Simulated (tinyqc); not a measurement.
# Thin-body transistor below threshold, two-dimensional Poisson equation on a small mesh, step by step

Numbers from tinyqc (`OMP_NUM_THREADS=1 python tinyqc.py 2480015 2480016 out.jsonl`; about 0.1 s on one thread of a shared Intel Xeon 2.30GHz). Printed values are rounded.

A thin body on a thick buried insulator of low permittivity, taken as carrying no normal field at the bottom of the body (row 0). Mobile charge is neglected (subthreshold), the body is fully depleted, and potentials are counted from the intrinsic level; rows run upward to the gate, columns from source to drain.

Inputs (values chosen for the exercise); semiconductor permittivity made up:
- T = 300 K (temperature)
- eps_r = 11.6 (relative permittivity of the semiconductor)
- eox = 25 (relative permittivity of the insulator)
- tb = 8 nm (body thickness)
- tox = 3.7 nm (insulator thickness)
- L = 37 nm (channel length)
- Na = 5.2e17 cm^-3 (acceptor density of the depleted body)
- Vbi = 0.49 V (potential of the source)
- Vfb = 0.09 V (gate offset)
- Vg = 0.1 V (gate voltage)
- Vd = 0.3 V (drain voltage)

Constants: q = 1.602176634e-19 C, kB = 1.380649e-23 J/K, Vt = kB T/q, eps0 = 8.8541878128e-14 F/cm where lengths are in cm. Results are converted to the units shown.

## Coefficients of the five-point equations

Mesh: rows i = 0..3 in the semiconductor (step hs = tb/3, row 3 on the interface), then 2 step(s) ho = tox/2 up to the gate row 5; columns j = 0..7 (step hy = L/7). Box integration, divided by eps0: up_i = eps hy/h of the interval above row i, dn_i = that of the interval below (0 for row 0), lat_i = (sum of eps h/2 over the intervals above and below)/hy, s_i = -q Na w_i hy/eps0 with w_i the semiconductor height of the box (hs/2 for row 0 and the interface row, hs between, 0 in the insulator). Each free node obeys (up + dn + 2 lat) psi = up psi(above) + dn psi(below) + lat [psi(left) + psi(right)] + s.

| row | up | dn | lat | s (V) |
|---|---|---|---|---|
| 0 | 22.9929 | 0 | 2.92613 | -0.0663143 |
| 1 | 22.9929 | 22.9929 | 5.85225 | -0.132629 |
| 2 | 22.9929 | 22.9929 | 5.85225 | -0.132629 |
| 3 | 71.4286 | 22.9929 | 7.30113 | -0.0663143 |
| 4 | 71.4286 | 71.4286 | 8.75 | 0 |

## Iteration 1: Gauss-Seidel sweep

psi at the start (fixed values on the edges, free nodes at the gate value) (V):

|  | j=0 | j=1 | j=2 | j=3 | j=4 | j=5 | j=6 | j=7 |
|---|---|---|---|---|---|---|---|---|
| row 0 | 0.490000 | 0.010000 | 0.010000 | 0.010000 | 0.010000 | 0.010000 | 0.010000 | 0.790000 |
| row 1 | 0.490000 | 0.010000 | 0.010000 | 0.010000 | 0.010000 | 0.010000 | 0.010000 | 0.790000 |
| row 2 | 0.490000 | 0.010000 | 0.010000 | 0.010000 | 0.010000 | 0.010000 | 0.010000 | 0.790000 |
| row 3 | 0.490000 | 0.010000 | 0.010000 | 0.010000 | 0.010000 | 0.010000 | 0.010000 | 0.790000 |
| row 4 | 0.250000 | 0.010000 | 0.010000 | 0.010000 | 0.010000 | 0.010000 | 0.010000 | 0.400000 |
| row 5 | 0.010000 | 0.010000 | 0.010000 | 0.010000 | 0.010000 | 0.010000 | 0.010000 | 0.010000 |

Free nodes: rows 0..4, columns 1..6, taken row by row from row 0, left to right. t = (up psi(above) + dn psi(below) + lat [psi(left) + psi(right)] + s)/(up + dn + 2 lat), with the newest neighbours; psi(new) = t.

psi after iteration 1 (V):

|  | j=0 | j=1 | j=2 | j=3 | j=4 | j=5 | j=6 | j=7 |
|---|---|---|---|---|---|---|---|---|
| row 0 | 0.490000 | 0.056394 | 0.012407 | 0.007945 | 0.007493 | 0.007447 | 0.086567 | 0.790000 |
| row 1 | 0.490000 | 0.074884 | 0.015242 | 0.007414 | 0.006439 | 0.006322 | 0.116970 | 0.790000 |
| row 2 | 0.490000 | 0.082254 | 0.017120 | 0.007393 | 0.006017 | 0.005831 | 0.129037 | 0.790000 |
| row 3 | 0.490000 | 0.056775 | 0.014026 | 0.009111 | 0.008492 | 0.008412 | 0.086625 | 0.790000 |
| row 4 | 0.250000 | 0.043931 | 0.013645 | 0.009803 | 0.009318 | 0.009255 | 0.065372 | 0.400000 |
| row 5 | 0.010000 | 0.010000 | 0.010000 | 0.010000 | 0.010000 | 0.010000 | 0.010000 | 0.010000 |

## Iteration 2: Gauss-Seidel sweep

As before.

psi after iteration 2 (V):

|  | j=0 | j=1 | j=2 | j=3 | j=4 | j=5 | j=6 | j=7 |
|---|---|---|---|---|---|---|---|---|
| row 0 | 0.490000 | 0.108358 | 0.021649 | 0.006567 | 0.004255 | 0.011954 | 0.172292 | 0.790000 |
| row 1 | 0.490000 | 0.124924 | 0.026577 | 0.006614 | 0.003108 | 0.016970 | 0.199659 | 0.790000 |
| row 2 | 0.490000 | 0.121562 | 0.026965 | 0.007314 | 0.003658 | 0.021278 | 0.194100 | 0.790000 |
| row 3 | 0.490000 | 0.087565 | 0.020492 | 0.009298 | 0.007454 | 0.016243 | 0.137149 | 0.790000 |
| row 4 | 0.250000 | 0.057845 | 0.017274 | 0.010047 | 0.008828 | 0.015738 | 0.088230 | 0.400000 |
| row 5 | 0.010000 | 0.010000 | 0.010000 | 0.010000 | 0.010000 | 0.010000 | 0.010000 | 0.010000 |

## Course of the iteration: Gauss-Seidel sweep

Stop when the largest change of psi is below 1e-7 V, or after 400 iterations. Fixed values: gate row Vg - Vfb; column 0 at Vbi and the last column at Vbi + Vd in the semiconductor, each running linearly to Vg - Vfb across the insulator.

Course of the iteration:

| iteration | psi at row 0, j = 3 (V) | largest \|change\| of one entry (V) |
|---|---|---|
| 1 | 0.00794522 | 0.119 |
| 2 | 0.00656695 | 0.0857 |
| 3 | 0.00692346 | 0.0676 |
| 4 | 0.00881637 | 0.0463 |
| 5 | 0.0120075 | 0.0329 |
| 6 | 0.0162994 | 0.0229 |
| 7 | 0.0213006 | 0.0176 |
| 8 | 0.0266570 | 0.0143 |
| 9 | 0.0320406 | 0.0114 |
| ... | ... | ... |
| 65 | 0.0723512 | 4.00e-7 |
| 66 | 0.0723515 | 3.34e-7 |
| 67 | 0.0723518 | 2.78e-7 |
| 68 | 0.0723520 | 2.32e-7 |
| 69 | 0.0723522 | 1.94e-7 |
| 70 | 0.0723524 | 1.62e-7 |
| 71 | 0.0723525 | 1.35e-7 |
| 72 | 0.0723527 | 1.13e-7 |
| 73 | 0.0723527 | 9.39e-8 |

Converged in 73 iterations. At the end each change is about 0.83 times the one before: linear convergence.

## Barrier, swing and barrier lowering

converged psi (V):

|  | j=0 | j=1 | j=2 | j=3 | j=4 | j=5 | j=6 | j=7 |
|---|---|---|---|---|---|---|---|---|
| row 0 | 0.490000 | 0.250230 | 0.118868 | 0.072353 | 0.091410 | 0.187772 | 0.406591 | 0.790000 |
| row 1 | 0.490000 | 0.239318 | 0.110954 | 0.066893 | 0.084456 | 0.175072 | 0.388528 | 0.790000 |
| row 2 | 0.490000 | 0.203041 | 0.087352 | 0.051515 | 0.064677 | 0.136875 | 0.328380 | 0.790000 |
| row 3 | 0.490000 | 0.128939 | 0.049193 | 0.029434 | 0.035640 | 0.074079 | 0.205249 | 0.790000 |
| row 4 | 0.250000 | 0.077260 | 0.031706 | 0.020601 | 0.023926 | 0.045315 | 0.120178 | 0.400000 |
| row 5 | 0.010000 | 0.010000 | 0.010000 | 0.010000 | 0.010000 | 0.010000 | 0.010000 | 0.010000 |

d psi/dVg on row 0: j=0 0.000000, j=1 0.462487, j=2 0.726360, j=3 0.834522, j=4 0.834522, j=5 0.726360, j=6 0.462487, j=7 0.000000
d psi/dVd on row 0: j=0 0.00000, j=1 0.00816, j=2 0.02198, j=3 0.05098, j=4 0.11450, j=5 0.25166, j=6 0.52936, j=7 1.00000

The barrier is read along row 0, the path farthest from the gate. Take the node j of lowest psi: barrier Vbi - psi_j; swing Vt ln 10/(d psi_j/dVg); DIBL = (d psi_j/dVd)/(d psi_j/dVg). The derivatives solve the same equations with s = 0 and a unit change of that voltage.

j = 3
barrier = 0.417647 V
swing = 71.3300 mV/decade
DIBL = 61.0857 mV/V

A mesh of 12, 8 and 80 steps (semiconductor, insulator, channel) gives a barrier of 0.427 V, a swing of 69.5 mV a decade and a DIBL of 64.5 mV/V; the small mesh puts the barrier 2.3 % below that.
